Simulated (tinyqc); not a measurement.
ESD clamp with bipolar snapback, compact model and design window: failure current against pulse length.

The drain junction multiplies the current that enters it: Igen = (M - 1)(Ic + I0), M = 1/(1 - (Vj/BV)^n). The generated holes leave through the substrate resistance and the base of the parasitic npn: Igen = Vb/Rb + Ic/be, Ic = Is exp(Vb/Vt). Terminal current I = Ic + I0 + Igen and voltage V = Vj + I Ro, per width. Isothermal, constant gain.

Power to failure goes as 1/t for pulses shorter than ta = 29 ns (adiabatic) and as 1/sqrt(t) beyond: Pf = P100 sqrt(100 ns/t) for t > ta and Pf(ta) ta/t below, with P100 = Vt2 It2 at 100 ns. The failure current solves V I = Pf on the curve (I(Vb), V(Vb)). For given Vb: Ic, Igen, M = 1 + Igen/(Ic + I0), Vj = BV (1 - 1/M)^(1/n), I and V. Vt1 is the maximum of V along the curve, Vh the following minimum, Vt2 the voltage at I = It2.

Inputs (values chosen for the exercise); values close to those of grounded-gate n-channel clamps:
```
symbol,value,unit,meaning
T,300,K,temperature
BV,10.1,V,junction breakdown voltage
n,3,,exponent of the multiplication
be,11,,current gain of the parasitic npn
Is,4.2e-18,A/um,saturation current
I0,1.5e-12,A/um,junction leakage
Rb,18000,ohm um,substrate resistance
Ro,410,ohm um,drain ballast and contact resistance
It2,6.1,mA/um,failure current for 100 ns
```

Constants: q = 1.602176634e-19 C, kB = 1.380649e-23 J/K, Vt = kB T/q. Results are converted to the units shown.

Failure current against pulse length:

| t (ns) | Pf (mW/um) | failure current (mA/um) | V at failure (V) | energy (nJ/um) |
|---|---|---|---|---|
| 1 | 2313 | 69.91 | 33.09 | 2.313 |
| 2 | 1157 | 47.98 | 24.10 | 2.313 |
| 5 | 462.6 | 28.61 | 16.17 | 2.313 |
| 10 | 231.3 | 18.93 | 12.22 | 2.313 |
| 20 | 115.7 | 12.20 | 9.480 | 2.313 |
| 50 | 60.74 | 7.855 | 7.733 | 3.037 |
| 100 | 42.95 | 6.100 | 7.041 | 4.295 |
| 200 | 30.37 | 4.677 | 6.494 | 6.074 |
| 500 | 19.21 | 3.220 | 5.966 | 9.604 |

The failure current falls from 69.9 to 3.22 mA/um, as t^(-0.54) at the start and t^(-0.41) at the end, more slowly than the power since V rises with I. The voltage at failure falls from 33.1 to 5.97 V.

Program tinyqc, `OMP_NUM_THREADS=1 python tinyqc.py 2670067 2670068 out.jsonl`; Intel Xeon 2.30GHz, shared host, one thread, about 0.01 s.
